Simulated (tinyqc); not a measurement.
Grain-boundary diffusion: Harrison regimes, Fisher and Le Claire analysis, Hart average: one step, computed by the program tinyqc.

A boundary is a slab of width delta with diffusivity D_b, normal to a surface held at constant concentration; it leaks into grains of diffusivity D.

Task: Penetration along an isolated boundary. Fisher: the mean concentration falls as exp(-y/y_F), y_F = sqrt(P) (pi t/(4 D))^(1/4), with the boundary equation P d2c/dy2 = 2 c sqrt(D/(pi t)). Le Claire (from the Whipple solution): ln c falls as -(y/y_L)^(6/5) with P = 1.322 sqrt(D/t) y_L^2.

Inputs (values chosen for the exercise, for a model polycrystal): temperature T = 1130 K; time t = 7800 s.

triple product P = 6.288084e-24 m^3/s

D = 2.072359e-22 m^2/s

Give: Fisher depth y_F; Le Claire depth y_L.

Result:

Fisher depth y_F = 5.847 um

Le Claire depth y_L = 5.402 um

Caution: the Fisher and Le Claire forms need regime B with beta above 10.
